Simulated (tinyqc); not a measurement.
# Longitudinal sound in a periodic multilayer: transfer matrices, stop bands and folded phonons, step by step

A worked calculation. Computed by tinyqc, a small Python program that keeps every step. Command: `OMP_NUM_THREADS=1 python tinyqc.py 3013315 3013316 out.jsonl multilayer walk`. One thread of a shared host (Intel(R) Xeon(R) Processor @ 2.30GHz), about 0.01 s of CPU time with the checks. Intermediate numbers are printed to about 7 digits and carried at full precision; extremes and crossings named in words are read from the listed rows.

Layers 1 and 2 repeat with period d = d_1 + d_2; waves travel normal to the layers, without loss. State vector (u, s): displacement u and stress divided by omega. Impedances Z = rho v are in 1e6 kg/(m^2 s).

Inputs (values chosen for the exercise, modelled on silica (layer 1), hafnia (layer 2) and silica (substrate)):
```
quantity            value    unit
density rho_1        2.22  g/cm^3
velocity v_1         5890     m/s
thickness d_1         352      nm
density rho_2        9.68  g/cm^3
velocity v_2         5400     m/s
thickness d_2         324      nm
substrate density    2.19  g/cm^3
substrate velocity   5880     m/s
periods N               3       -
frequency f          5.32     GHz
```

## Impedances, mean velocity and Bragg frequency

Z = rho v; interface reflection r = (Z_2 - Z_1)/(Z_2 + Z_1) (stress amplitude, from 1 into 2); Bragg frequency f_B = 1/[2 (d_1/v_1 + d_2/v_2)]; long-wave velocity v_eff = d/sqrt[(d_1/v_1)^2 + (d_2/v_2)^2 + (Z_1/Z_2 + Z_2/Z_1)(d_1/v_1)(d_2/v_2)].

Z_1 = 13.0758

Z_2 = 52.272

Z of the substrate = 12.8772

interface reflection r = 0.5998090

Bragg frequency f_B = 4.174936 GHz

long-wave velocity v_eff = 4516.422 m/s

## Transfer matrix of one period

A layer maps (u, s) by [[cos p, sin p/Z], [-Z sin p, cos p]], p = 2 pi f d_i/v_i; one period is M = M_2 M_1, and cos(q d) = trace(M)/2.

phase p_1 = 1.997648 rad

phase p_2 = 2.005593 rad

M:
```
             1            2
1  -0.03212748  -0.03650700
2     24.64105    -3.125953
```

trace(M)/2 = -1.579040

|trace/2| > 1: f lies in a stop band, and the amplitude falls by a factor 2.801 a period.

## Transmission through N periods

For N periods A = M^N. A wave comes from a thick layer of material 1 and leaves into the substrate (Z_s): transmitted power T = 4 Z_1 Z_s/|Z_1 A_22 + Z_s A_11 - i (Z_1 Z_s A_12 - A_21)|^2, reflected power R = 1 - T.

A = M^N:
```
          1           2
1  2.869785  -0.3275945
2  221.1157   -24.89256
```

transmitted power T = 0.004220543

T in decibel = -23.74632 dB

## The first stop band

Gap m contains m f_B; its edges, where trace(M)/2 = (-1)^m, are found by root search. Weak-contrast estimate of the width: (4 f_B/pi) |r sin(m pi a)|, a = (d_1/v_1)/(d_1/v_1 + d_2/v_2).

lower edge = 2.465247 GHz

upper edge = 5.884610 GHz

width/f_B = 81.90217 %

transmitted power at f_B = 9.647442e-04

## The first four gaps

The formulas are those given above.

Stop bands (GHz):
```
m  lower edge  upper edge     width  weak-contrast estimate
1     2.46525     5.88461  3.419363                3.188386
2     8.33994     8.35982  0.019880                0.019880
3    10.81518    14.23439  3.419209                3.188262
4    16.67989    16.71965  0.039759                0.039759
```

With a = 0.499, gap 1 is the widest and gap 2 the narrowest: the layers are near a quarter wave each at f_B, so the even gaps almost close. The weak-contrast estimate misses the first width by -6.8 % at |r| = 0.60. Odd gaps open at the edge of the folded zone (q = pi/d), even ones at its centre.

## Mirror strength against the number of periods

The formulas are those given above.

Transmitted power:
```
N       T at f_B  T at f_B (dB)        T at f
1      0.2187123      -6.601269     0.2539080
2     0.01530648      -18.15125    0.03307854
3   9.647442e-04      -30.15588   0.004220543
4   6.039653e-05      -42.18988  5.379810e-04
6   2.365004e-07      -66.26168  8.739270e-06
8   9.260589e-10      -90.33361  1.419636e-07
12  1.419881e-14      -138.4775  3.746106e-11
16  2.177036e-19      -186.6213  9.885150e-15
24  5.117908e-29      -282.9091  6.883188e-22
```

At f_B each further period removes 12.04 dB at large N, which is 20 log10 of the impedance ratio, 12.04 dB, as for a quarter-wave stack; 99 % reflection needs N = 3 among these rows. At f, in a stop band, T decays as well. Values below about 1e-6 belong to the ideal stack: roughness and scattering into other modes, left out here, set a floor in a real one.

Checks made by the program: trace against Rytov's formula cos p_1 cos p_2 - (1/2)(Z_1/Z_2 + Z_2/Z_1) sin p_1 sin p_2 (relative difference below 1e-10).
